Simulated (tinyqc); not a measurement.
# Worked calculation: tunnelling through a gate dielectric, WKB transmission and Tsu-Esaki current

tinyqc, about 0.03 s, one thread, Intel Xeon 2.30GHz (shared host): `OMP_NUM_THREADS=1 python tinyqc.py 2540126 2540127 out.jsonl` Printed values are rounded.

Electrons leave the emitter at x = 0. Energies E (motion across the layers) are in eV from the emitter Fermi level; the collector Fermi level lies at -V and offers states at every E. No charge in the dielectric and no image force: F1 = V/t1, U = phi1 - F1 x. With C = hbar^2/(2 m0), kappa = sqrt(m (U - E)/C) where U > E and 0 elsewhere; T(E) = exp(-S), S = 2 times the integral of kappa over x.

Parameters, values chosen for the exercise; dielectric values close to those of zirconium oxide:
- T = 200 K (temperature)
- Ef = 0.27 eV (Fermi energy of the emitter above its band bottom)
- me = 0.55 m0 (emitter mass in the supply function)
- phi1 = 1.35 eV (barrier of layer 1 above the emitter Fermi level at zero bias)
- m1 = 0.24 m0 (tunnelling mass of layer 1)
- t1 = 7.5 nm (thickness of layer 1)
- V = 2.3 V (voltage across the dielectric)
- E = 0 eV (energy of the electron followed)
- nc = 8 (cells in each layer)
- Ea = -0.27 eV (lower end of the energy grid)
- Eb = 0.23 eV (upper end of the energy grid)
- nE = 11 (points of the energy grid)

Constants: q = 1.602176634e-19 C, kB = 1.380649e-23 J/K, hbar = 1.054571817e-34 J s, m0 = 9.1093837015e-31 kg, Vt = kB T/q, hbar^2/(2 m0) = 0.0380998212 eV nm^2. Results are converted to the units shown.

## Fields and band edges

F1 = V/t1, U = phi1 - F1 x.

F1 = 3.06667 MV/cm
U at x = t1 = -0.95 eV

## WKB exponent by the midpoint rule

Cut each layer into nc equal cells, take U and kappa at the cell centres, and sum S = 2 sum kappa h.

x, cell 0 to 7 (nm): [0.46875, 1.40625, 2.34375, 3.28125, 4.21875, 5.15625, 6.09375, 7.03125]
U, cell 0 to 7 (eV): [1.20625, 0.91875, 0.63125, 0.34375, 0.05625, -0.23125, -0.51875, -0.80625]
kappa, cell 0 to 7 (1/nm): [2.75653, 2.40571, 1.99409, 1.47152, 0.59526, 0.00000, 0.00000, 0.00000]
S = 17.2933
T(E) = 3.08749e-8

## WKB exponent in closed form

Each layer adds (2/F) sqrt(m/C) [G(u at its left edge) - G(u at its right edge)] to S, with u = U - E (0 where negative) and G(u) = (2/3) u^1.5. The slope follows from 1/d = -dS/dE.

S = 17.1166
T(E) = 3.68438e-8
energy d over which T(E) grows by a factor e = 0.052581 eV

The midpoint rule gives S = 17.293, so its T(E) is 16 % below this value. The band edge of layer 1 drops below E inside the layer: the barrier there is triangular (the Fowler-Nordheim case).

## Current density on a coarse energy grid

J = J0 times the integral of T(E) N(E) dE, N = ln[(1 + exp(-E/Vt))/(1 + exp((-E - V)/Vt))], J0 = q^2 me m0 kB T/(2 pi^2 hbar^3) (times 1e-4 for A/cm^2 per eV), by Simpson's rule on nE equally spaced points from Ea to Eb.

E, point 0 to 10 (eV): [-0.270000, -0.220000, -0.170000, -0.120000, -0.070000, -0.020000, 0.030000, 0.080000, 0.130000, 0.180000, 0.230000]
T(E), point 0 to 10: [1.69134e-10, 4.75466e-10, 1.31497e-9, 3.57687e-9, 9.56668e-9, 2.51514e-8, 6.49786e-8, 1.64909e-7, 4.10990e-7, 1.00548e-6, 2.41379e-6]
N, point 0 to 10: [15.6661, 12.7650, 9.86389, 6.96366, 4.07866, 1.43303, 0.161610, 0.00959409, 5.29699e-4, 2.91201e-5, 1.60050e-6]
T(E) N, point 0 to 10: [2.64968e-9, 6.06931e-9, 1.29707e-8, 2.49081e-8, 3.90192e-8, 3.60427e-8, 1.05012e-8, 1.58215e-9, 2.17701e-10, 2.92797e-11, 3.86326e-12]
J0 = 1.53401e8 A/(cm^2 eV)
J = 1.02931 A/cm^2

The integrand peaks at E = -0.0700 eV among these points. A converged quadrature from -Ef to above the barrier gives 1.018 A/cm^2; this grid is 1.1 % above that.
